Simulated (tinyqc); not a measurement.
Tight binding, kagome lattice, step by step. Computed by tinyqc, a small Python program that keeps every step. Settings: t1 = 0.84, t2 = 1.15, delta = -0.44, bands filled = 2. Command: `OMP_NUM_THREADS=1 python tinyqc.py 24110 24111 out.jsonl` (the two numbers bound the seeds that draw the settings). One thread of a shared host (Intel(R) Xeon(R) Processor @ 2.60GHz), about 0.01 s of CPU time with the checks.

## Bloch Hamiltonian at k

Parameters chosen for this model:
```
parameter      value                unit
t1          0.840000    eV, up triangles
t2          1.150000  eV, down triangles
delta      -0.440000        eV on site C
```

k point k (fractions of the reciprocal vectors): -0.36000  0.44000

H_AB = -t1 - t2 exp(-i k.a1), H_AC = -t1 - t2 exp(-i k.a2), H_BC = -t1 - t2 exp(i k.(a1 - a2)), H_CC = delta.

H(k) at k (eV):
```
                   A                  B                  C
A            0.00000  -0.10696-0.88609i   0.22924+0.42334i
B  -0.10696+0.88609i            0.00000  -1.19537-1.09371i
C   0.22924-0.42334i  -1.19537+1.09371i           -0.44000
```

## Levels at k

Diagonalise the Hermitian matrix.

eigenvalues (eV): -2.01593  -0.25961  1.83554

weights |c|^2 of the basis functions:
```
    band 1   band 2   band 3
A  0.08158  0.72612  0.19230
B  0.43540  0.07571  0.48889
C  0.48302  0.19816  0.31881
```

## Bloch Hamiltonian at K

k point K (fractions of the reciprocal vectors): 0.33333  0.66667

As before.

H(k) at K (eV):
```
                   A                  B                  C
A            0.00000  -0.26500+0.99593i  -0.26500-0.99593i
B  -0.26500-0.99593i            0.00000  -0.26500+0.99593i
C  -0.26500+0.99593i  -0.26500-0.99593i           -0.44000
```

## Levels at K

As before.

eigenvalues (eV): -1.63732  -0.66002  1.85735

weights |c|^2 of the basis functions:
```
    band 1   band 2   band 3
A  0.26302  0.37268  0.36430
B  0.26302  0.37268  0.36430
C  0.47396  0.25464  0.27140
```

## Bands along a path

The same steps at evenly spaced points between the labelled ones.

Bands along the path (eV):
```
k            band 1    band 2   band 3
G          -4.13405   1.70405  1.99000
G-K 0.20   -3.96452   1.56346  1.96106
G-K 0.40   -3.48651   1.11522  1.93129
G-K 0.60   -2.78940   0.43862  1.91078
G-K 0.80   -2.03029  -0.29762  1.88791
K          -1.63732  -0.66002  1.85735
K-M 0.20   -1.77551  -0.50337  1.83887
K-M 0.40   -1.97873  -0.28062  1.81935
K-M 0.60   -2.15322  -0.08783  1.80105
K-M 0.80   -2.26634   0.03882  1.78752
M          -2.30525   0.08279  1.78246
M-K' 0.20  -2.26634   0.03882  1.78752
M-K' 0.40  -2.15322  -0.08783  1.80105
M-K' 0.60  -1.97873  -0.28062  1.81935
M-K' 0.80  -1.77551  -0.50337  1.83887
K'         -1.63732  -0.66002  1.85735
```

With 2 band(s) filled, the highest filled level on these points lies at G and the lowest empty one at M: a gap of 0.0784 eV, indirect.
